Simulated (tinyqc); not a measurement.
# Donor binding, ionisation and the Mott limit: ionisation against doping

Hydrogenic donor: Ry = (m0 q^3/(8 eps0^2 h^2)) me/eps_r^2 in eV, E0 = cc Ry, radius a = q/(8 pi eps0 eps_r E0), Mott density Nm = (0.26/a)^3. Below Nm the level sinks as Ed = E0 [1 - (N/Nm)^(1/3)]. Neutrality: Nc F12(eta) = N/(1 + 2 exp(eta + Ed/kB T)), F12(x) = (2/sqrt(pi)) int_0^infinity sqrt(u)/(1 + exp(u - x)) du.

The neutrality equation is solved with F12 in each row.

Parameters, values chosen for the exercise; band and dielectric values close to those of gallium arsenide: temperature T = 200 K; relative permittivity eps_r = 12.9; mass in the hydrogenic formula, set independently of Nc me = 0.0673 m0; conduction-band density of states at 200 K Nc = 2.42e17 cm^-3; ratio of the true binding energy to the hydrogenic one cc = 1.

Constants: q = 1.602176634e-19 C, kB = 1.380649e-23 J/K, eps0 = 8.8541878128e-12 F/m, h = 6.62607015e-34 J s, m0 = 9.1093837015e-31 kg, Vt = kB T/q. Results are converted to the units shown.

Ionisation against doping:
```
N (cm^-3)	N/Nm	Ed (meV)	ionised (%)	ionised with Ed = E0 (%)
7.3e12	4.3344e-4	5.0860	99.992	99.992
1.8e13	0.0010688	4.9399	99.980	99.980
4.6e13	0.0027313	4.7333	99.950	99.948
1.2e14	0.0071251	4.4436	99.872	99.864
3e14	0.017813	4.0654	99.688	99.661
7.5e14	0.044532	3.5521	99.249	99.160
1.9e15	0.11281	2.8437	98.209	97.922
4.8e15	0.28500	1.8814	95.903	95.037
1.2e16	0.71251	0.58788	91.307	89.016
```

What does the table show?

The ionised share falls from 100 to 91.3 %, against 100 to 89.0 % for a fixed level: a higher density raises EF against the level, which fills more donors, while the sinking Ed works the other way.

Range of the model: A sharp level with degeneracy 2 overstates freeze-out near Nm, where the impurity band broadens and merges with the conduction band.

Computed by the program tinyqc: `OMP_NUM_THREADS=1 python tinyqc.py 2330153 2330154 out.jsonl`, one thread of a shared Intel Xeon 2.30GHz, about 0.01 s for the whole run.
